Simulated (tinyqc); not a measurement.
# Transfer-length model of a contact: two studies

A metal contact of length d and width W on a thin layer of the same width. The metal has no resistance, the sheet resistance under it equals Rsh, and current enters the layer at the front edge x = 0.

Values chosen for this exercise: sheet resistance of the semiconductor layer Rsh = 310 ohm/sq; specific contact resistivity rc = 1.7e-5 ohm cm^2; contact length d = 0.37 um; contact width W = 23 um.

Each table varies one quantity; the others keep the values above.

## Effect of the contact length

Transfer length Lt = sqrt(rc/Rsh); front resistance Rc = (Rsh Lt/W) coth(d/Lt); end resistance Re = (Rsh Lt/W)/sinh(d/Lt).

Effect of the contact length:
```
d (um)    d/Lt  Rc W (ohm um)  rc/d (ohm um)    Re/Rc
0.25    0.1068           6826           6800   0.9943
0.38    0.1623           4513           4474   0.9870
0.59    0.2519           2942           2881   0.9691
0.9     0.3843           1981           1889   0.9304
1.4     0.5978           1356           1214   0.8445
2.1     0.8968           1016          809.5   0.6994
3.2      1.366          826.9          531.2   0.4789
5        2.135          746.5          340.0   0.2332
7.6      3.245          728.2          223.7  0.07779
12       5.124          726.0          141.7  0.01190
```

Rc W falls from 6830 to 726 ohm um, as d^(-0.99) between the first two rows. It levels off at sqrt(rc Rsh) = 726 ohm um and, among the rows, is within 5 % of that from d = 5 um on (Lt = 2.34 um): metal beyond two transfer lengths lowers Rc by less than 4 %.

## Effect of the sheet resistance

Same model as above.

Effect of the sheet resistance:
```
Rsh (ohm/sq)  Lt (um)     d/Lt  Rc W (ohm um)  Re W (ohm um)
8.4             14.23  0.02601           4596           4594
26              8.086  0.04576           4598           4593
82              4.553  0.08126           4605           4590
260             2.557   0.1447           4627           4579
800             1.458   0.2538           4693           4546
2500           0.8246   0.4487           4899           4444
7800           0.4668   0.7925           5519           4147
```

Rc W rises from 4600 to 5520 ohm um while Re W falls from 4590 to 4150 ohm um; for Rsh going to zero both tend to rc/d = 4590 ohm um. A larger Rsh shortens Lt and crowds the current to the front edge.

Numbers from tinyqc (`OMP_NUM_THREADS=1 python tinyqc.py 2760039 2760040 out.jsonl`; about 0.01 s on one thread of a shared Intel Xeon 2.30GHz).
